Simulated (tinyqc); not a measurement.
From results back to parameters: hole subbands of a hard-walled well, four-band Luttinger model. Three cases, with inputs chosen for the exercise.

Problem. At k = 0 in a hard-walled well HHn = c (g1 - 2 g2)(n pi/L)^2 - Z0 and LHn = c (g1 + 2 g2)(n pi/L)^2 + Z0, c = hbar^2/2m0. Two spacings were computed from hidden g1 and g2.

Constants: hbar^2/2m0 = 3.80998211 eV angstrom^2.
Find: u = c (pi/L)^2; g2; g1.
Method. HH2 - HH1 = 3u (g1 - 2 g2) and LH1 - HH1 = 4 u g2 + 2 Z0.

Case 1.

Values chosen (out of a larger set: near those of GaAs; not measured data): L = 105 angstrom (well width along [001]); Z0 = 0 eV (shear strain energy).

HH2 - HH1 = 29.059 meV
LH1 - HH1 = 28.104 meV

Solution.

u = c (pi/L)^2 = 3.411 meV
g2 = 2.06
g1 = 6.96

Case 2.

Values chosen (out of a larger set: near those of InAs; not measured data): L = 120 angstrom (well width along [001]); Z0 = -0.0355 eV (shear strain energy).

HH2 - HH1 = 24.520 meV
LH1 - HH1 = 17.889 meV

Solution.

u = c (pi/L)^2 = 2.611 meV
g2 = 8.51
g1 = 20.15

Case 3.

Values chosen (out of a larger set: near those of AlAs; not measured data): L = 155 angstrom (well width along [001]); Z0 = -0.0487 eV (shear strain energy).

HH2 - HH1 = 9.954 meV
LH1 - HH1 = -92.266 meV

Solution.

u = c (pi/L)^2 = 1.565 meV
g2 = 0.82
g1 = 3.76

Computed by tinyqc, one run a case: `OMP_NUM_THREADS=1 python tinyqc.py N N+1 out.jsonl` with N = 1250028, 1250064, 1250068; one thread of a shared Intel(R) Xeon(R) Processor @ 2.30GHz, about 0.4 s a run at most.
